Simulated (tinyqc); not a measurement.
States in the gap of a film: thin (001) film in sp3s* tight binding with raised dangling bonds.

Planes alternate anion (a), cation (c) along [001], a/4 apart, starting with an anion; zero in-plane momentum; levels counted from the bulk Ev, the lower root of [[Epa, Vxx], [Vxx, Epc]]; no spin-orbit coupling. Block of s, pz, s*: from an anion to the cation above, Vss/2 (s,s), Vsapc/2 (s,z), -Vscpa/2 (z,s), Vxx/2 (z,z), Vxapc/2 (s*,z), -Vpaxc/2 (z,s*); to the cation below the same with the s-z and s*-z signs reversed. Block of u = (px + py)/sqrt2 and v = (px - py)/sqrt2: to the cation above (Vxx + Vxy)/2 for u and (Vxx - Vxy)/2 for v, to the cation below the reverse. Each surface atom has two dangling sp3 hybrids; raising both by dl adds (dl/2) [[1, t], [t, 1]] to its s, pz levels (t = -1 at the bottom face, +1 at the top) and dl to the one of u, v in whose plane the missing bonds lie (v for a bottom anion or a top cation, u for a top anion).

Inputs chosen for the exercise (out of a larger set: near a published set for GaP, fitted to gaps, whose masses and valley positions are rough; not measured data): p = (-8.112, 1.126, -2.205, 4.131, 8.51, 7.187, -7.484, 2.144, 5.148, 4.276, 6.342, 4.66, 5.091) eV (order Esa, Epa, Esc, Epc, Exa, Exc, Vss, Vxx, Vxy, Vsapc, Vscpa, Vxapc, Vpaxc); Nw = 24 (planes in the thicker film).

edges (eV): Gamma 2.87677, Delta 2.34152

Levels between 0 and the lower bulk edge, the largest weight on the two outer planes of both faces among them, and the nearest levels outside, for several shifts dl.

Film of Nw planes:

| dl (eV) | levels in the gap | at (eV) | surface weight | next above (eV) | next below (eV) |
|---|---|---|---|---|---|
| 0 | 3 | 0.048, 1.116, 1.389 | 0.83 | 2.3629 | -0.0544 |
| 1 | 3 | 0.281, 1.901, 1.969 | 0.87 | 2.3631 | -0.0544 |
| 2 | 2 | 0.630, 2.320 | 0.68 | 2.3655 | -0.0544 |
| 3 | 1 | 1.059 | 0.68 | 2.3624 | -0.0544 |
| 5 | 1 | 1.959 | 0.69 | 2.3630 | -0.0544 |
| 10 | 0 | - | - | 2.3625 | -0.0544 |
| 30 | 0 | - | - | 2.3626 | -0.0544 |
| 100 | 0 | - | - | 2.3627 | -0.0544 |

Can the levels of the bare film be read as confined subbands?

No: with bare surfaces (dl = 0) 3 levels lie in the bulk gap, with up to 83 % of the weight on the four outer planes, two a face, where an even spread gives 17 %; these are dangling-bond states, not subbands. The reruns show the bulk gap clear from dl = 10 eV on, and at dl = 30 eV the next level above lies 0.0 meV from its value at 100 eV.

Computed by tinyqc, a small Python program: `OMP_NUM_THREADS=1 python tinyqc.py 1481147 1481148 out.jsonl` (the numbers bound the seed that draws the inputs); one thread of a shared host (Intel(R) Xeon(R) Processor @ 2.30GHz), about 0.4 s for the whole set of steps.
